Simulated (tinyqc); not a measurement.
Bandgap voltage reference from two bipolar transistors: output against temperature.

Two transistors of area 1 and N carry the same current I. Is(T) = Is (T/T0)^eta exp[(Vg0 q/kB)(1/T0 - 1/T)], VBE1 = Vt ln(I/Is(T)) + I rb, VBE2 = Vt ln(I/(N Is(T))) + I rb/N. The amplifier forces I R1(T) = VBE1 - VBE2 + Vos, with R(T) = R (1 + tc (T - T0)) for both resistors, and the output is Vref = VBE1 + I R2(T). Base currents and the Early effect are neglected.

Vt = kB T/q; I = (Vt ln N + Vos)/(R1(T) - rb (1 - 1/N)).

Parameters, values chosen for the exercise; values of the order met in silicon bipolar transistors: reference temperature T0 = 300 K; band-gap voltage extrapolated to 0 K Vg0 = 1.167 V; temperature exponent of the saturation current eta = 3.4; saturation current of the unit transistor at T0 Is = 1.2e-16 A; area ratio of the second transistor N = 15; resistor across which the difference of VBE falls, at T0 R1 = 35 kohm; temperature coefficient of both resistors tc = 0 ppm/K; offset of the amplifier Vos = 0 mV; series resistance of the unit transistor rb = 0 ohm; output resistor at T0 R2 = 319.6 kohm.

Constants: q = 1.602176634e-19 C, kB = 1.380649e-23 J/K. Results are converted to the units shown.

Results:
```
T (K)  I (uA)  VBE1 (V)  I R2 (V)  Vref (V)  Vref - Vref(T0) (mV)  dVref/dT (uV/K)
218    1.4535   0.77553   0.46454    1.2401               -7.6766           128.39
233    1.5535   0.74539   0.49651    1.2419               -5.8551           114.63
253    1.6869   0.70489   0.53912    1.2440               -3.7353           97.594
273    1.8202   0.66407   0.58174    1.2458               -1.9427           81.859
298    1.9869   0.61261   0.63502    1.2476              -0.12609           63.738
323    2.1536   0.56072   0.68829    1.2490                1.2563           47.077
348    2.3203   0.50843   0.74156    1.2500                2.2381           31.659
373    2.4870   0.45576   0.79484    1.2506                2.8481           17.310
423    2.8203   0.34942   0.90138    1.2508                3.0496          -8.7057
```

Estimate the missing row, T = 398 K.

Computed row:
```
T (K)  I (uA)  VBE1 (V)  I R2 (V)  Vref (V)  Vref - Vref(T0) (mV)  dVref/dT (uV/K)
398    2.6537   0.40275   0.84811    1.2509                3.1114           3.8936
```

With this row back in the table: VBE1 falls by 2.08 mV/K on average and I R2 rises by 2.13 mV/K. The slope of Vref vanishes at T = 406 K. Between 233 and 398 K Vref spans 8.97 mV, or 43.5 ppm/K by the box method (span over the average over T, over 165 K).

Program tinyqc, `OMP_NUM_THREADS=1 python tinyqc.py 2062207 2062208 out.jsonl`; Intel Xeon 2.30GHz, shared host, one thread, about 0.03 s.
